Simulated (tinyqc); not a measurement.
# Changing the temperature T

Model: heavy doping: band filling, gap narrowing, band tails and the effective intrinsic density. Computed by tinyqc, a small Python program. Command: `OMP_NUM_THREADS=1 python tinyqc.py 3002885 3002886 out.jsonl gapnarrow sweep`. One thread of a shared host (Intel(R) Xeon(R) Processor @ 2.30GHz), about 0.06 s of CPU time with the checks.

An n-type crystal above its Mott density, with all dopants ionised: n = N_D - N_A, ionised centres N_I = N_D + N_A. Valleys are taken as spherical with mass m_e.

Inputs (values chosen for the exercise, for a model semiconductor):
```
quantity                    value   unit
gap E_g                     0.362     eV
electron mass m_e           0.031    m_0
valleys M_c                     1      -
hole mass m_h               0.485    m_0
dielectric constant eps      13.6      -
donor density N_D           2e+18  cm^-3
compensation ratio N_A/N_D    0.1      -
```

Conduction band: parabolic.

Constants: a_0 = 0.529177210903 angstrom; Ry = 13.605693123 eV; k_B = 8.617333262e-05 eV/K; hbar^2/(2 m_0) = 3.80998212 eV angstrom^2; e = 1.602176634e-19 C; eps_0 = 8.8541878128e-12 F/m; e^2/(4 pi eps_0) = 14.39964548 eV angstrom.

Method:
- n = N_D (1 - ratio); Ry* = Ry m_e/eps^2, a* = a_0 eps/m_e; r_s = (3/(4 pi n))^(1/3)/a*; k_F = (3 pi^2 n/M_c)^(1/3); Mott density (0.26/a*)^3.
- n = M_c (1/(2 pi^2)) (m_e/(hbar^2/2m_0))^(3/2) int sqrt(E) f dE, f = 1/(1 + exp((E - E_F)/k_B T)); trapezoid rule in t = sqrt(E/k_B T), step 0.02 up to 12; E_F by bisection from the band edge.
- At T = 0, E_F = (hbar^2/2m_0) k_F^2/m_e; dn/dE_F uses f (1 - f)/k_B T in place of f.
- Screening: q^2 = (e/(eps eps_0)) dn/dE_F. Exchange lowers the conduction band by (1/pi) k_F e^2/(4 pi eps_0 eps) (T = 0 Hartree-Fock at k_F, taken as a rigid shift). Screening raises the valence band by (q/2) e^2/(4 pi eps_0 eps) (static Coulomb hole). The narrowing is the sum; electron correlation and carrier-ion shifts are left out. Root-mean-square potential of randomly placed ions: V_rms = (e^2/(4 pi eps_0 eps)) sqrt(2 pi N_I/q).
- Absorption edge of a direct gap, from the valence band at k_F (T = 0 value) to the Fermi level: E_g - narrowing + E_F + (hbar^2/2m_0) k_F^2/m_h, k_F = (3 pi^2 n)^(1/3); the shift is the edge less E_g. n p/n_i^2 = exp(narrowing/k_B T) x (n/N) exp(-E_F/k_B T), N being the limit of n exp(-E_F/k_B T) far below the edge (taken at E_F = -12 k_B T); apparent narrowing = k_B T ln(n p/n_i^2).

One run for each value; columns: (1) temperature T (K); (2) E_F above the band edge (meV); (3) screening length 1/q (angstrom); (4) apparent narrowing (meV); (5) gap narrowing (meV):
```
(1)     (2)     (3)      (4)     (5)
60   173.93  69.632  -127.84  20.286
83   173.81  69.656  -121.32  20.283
120  173.55  69.709  -112.42  20.278
220  172.32  69.967   -94.42  20.250
310  170.54  70.372   -82.84  20.206
430  167.00  71.217   -71.45  20.117
600  159.51  72.971   -60.15  19.938
```

Give the missing row, temperature T (K) = 160.

Computed row; columns: (1) temperature T (K); (2) E_F above the band edge (meV); (3) screening length 1/q (angstrom); (4) apparent narrowing (meV); (5) gap narrowing (meV):
```
(1)     (2)     (3)      (4)     (5)
160  173.15  69.792  -104.37  20.269
```

Interpolating between the two neighbouring rows (the first column on a logarithmic scale, the others too where they are positive) misses most in apparent narrowing (meV), by 0.47 %. Over the rows, E_F above the band edge (meV) falls from 174 to 160 (exponent d ln y / d ln x -0.0021 between the first rows and -0.14 between the last); screening length 1/q (angstrom) rises from 69.6 to 73.0 (exponent d ln y / d ln x 0.0010 between the first rows and 0.073 between the last); apparent narrowing (meV) rises from -128 to -60.1 (exponent d ln y / d ln x -0.16 between the first rows and -0.52 between the last). At the low end the exponent of screening length 1/q is 0.00, close to 0: degenerate screening does not depend on T.

Caution (all rows): the screening length is well below a*, where static Thomas-Fermi screening overstates the Coulomb hole. Caution (all rows): E_F exceeds a tenth of the gap, so the parabolic band overstates it, by tens of per cent once E_F nears E_g; higher valleys may fill as well.
